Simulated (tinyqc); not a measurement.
# Surface potential of a MOS transistor: implicit equation and explicit approximations: accuracy of the approximations against gate voltage

p-type body, charge-sheet picture, depletion and inversion only, full ionisation (an idealisation for deep acceptors), Boltzmann statistics (rough once Na exp(x - xn) passes about Nc/7). In units of Vt: xg = (Vg - Vfb)/Vt, x = psi/Vt, G = gamma/sqrt(Vt), xn = (2 phiF + Vc)/Vt. The implicit equation is (xg - x)^2 = G^2 [x - 1 + exp(x - xn)] for x above about 3. Cox = eps0 eox/tox.

ni = sqrt(Nc Nv) exp(-Eg/(2 Vt)), Eg in volts; phiF = Vt ln(Na/ni); gamma = sqrt(2 q eps0 eps_r Na)/Cox; VT = Vfb + Vt (xn + G sqrt(xn - 1)). Depletion value a = 1 + [sqrt(G^2/4 + xg - 1) - G/2]^2; inversion value b = xn + ln[(xg - xn)^2/G^2 - xn + 1] and first guess y = min(a, b) - ln(1 + exp(-|a - b|)) if a > xn + 1, else b = y = a; one second-order correction with D = exp(y - xn), p = 2 (xg - y) + G^2 (1 + D), w = (xg - y)^2 - G^2 (y - 1 + D): z = y + 2 w/(p + sqrt(p^2 - 2 (2 - G^2 D) w)), or the Newton step z = y + w/p where the root is not real. N_inv = (Cox Vt G/q) [sqrt(x - 1 + exp(x - xn)) - sqrt(x - 1)] at the root. Lambert form (Cox m Vt/q) W0[(G/(2 m sqrt(xn - 1))) exp((Vg - VT)/(m Vt))], m = 1 + G/(2 sqrt(xn - 1)). Errors under 1e-4 mV, and the linear form below VT, are printed as 0.

Values chosen for this exercise; band and dielectric values close to those of silicon:

| symbol | value | unit | meaning |
|---|---|---|---|
| T | 300 | K | temperature |
| Eg | 1.12 | eV | band gap |
| eps_r | 11.8 |  | relative permittivity |
| Nc | 2.8e19 | cm^-3 | conduction-band density of states at T |
| Nv | 2.68e19 | cm^-3 | valence-band density of states at T |
| eox | 3.9 |  | relative permittivity of the gate insulator (close to silicon dioxide) |
| tox | 2.2 | nm | insulator thickness |
| Na | 2.8e16 | cm^-3 | acceptor density |
| Vfb | -0.59 | V | flat-band voltage |
| Vc | 0.2 | V | channel-body voltage |

Constants: q = 1.602176634e-19 C, kB = 1.380649e-23 J/K, Vt = kB T/q, eps0 = 8.8541878128e-14 F/cm where lengths are in cm. Results are converted to the units shown.

Accuracy of the approximations against gate voltage:
```
Vg (V),psi (V),x - xn,error of y (mV),error of z (mV),N_inv (cm^-2),Cox (Vg - VT)/q (cm^-2),Lambert form (cm^-2)
0.03,0.5743,-15.07,0,0,3001,0,2156
0.23,0.7669,-7.623,4.37e-4,0,4.437e6,0,3.889e6
0.43,0.9597,-0.1655,0.674,0,6.811e9,0,6.834e9
0.63,1.090,4.873,32.0,11.7,6.506e11,1.923e12,7.414e11
0.83,1.136,6.655,25.4,8.59,2.145e12,3.882e12,2.394e12
1.03,1.162,7.646,18.9,5.17,3.846e12,5.842e12,4.206e12
1.23,1.179,8.326,15.1,-1.76,5.629e12,7.801e12,6.070e12
1.43,1.193,8.842,12.7,-0.854,7.454e12,9.760e12,7.959e12
1.63,1.203,9.256,11.0,-0.497,9.305e12,1.172e13,9.862e12
```

What does the table show?

psi rises from 0.574 to 1.20 V and ends 9.3 Vt above 2 phiF + Vc. Among the rows the first guess is off by at most 32 mV (at Vg = 0.63 V) and the corrected value by at most 12 mV. In the last row the linear form is 26 % above N_inv and the Lambert form 6.0 % above it; in the first row the Lambert form is 28 % below it. For Vg = 0.83, 1.03, 1.23, 1.43, 1.63 the electron quasi-Fermi level lies less than 2 Vt below the band edge at the surface, or above it, where degeneracy and confinement, left out, matter.

Numbers from tinyqc (`OMP_NUM_THREADS=1 python tinyqc.py 2122163 2122164 out.jsonl`; about 0.01 s on one thread of a shared Intel Xeon 2.30GHz).
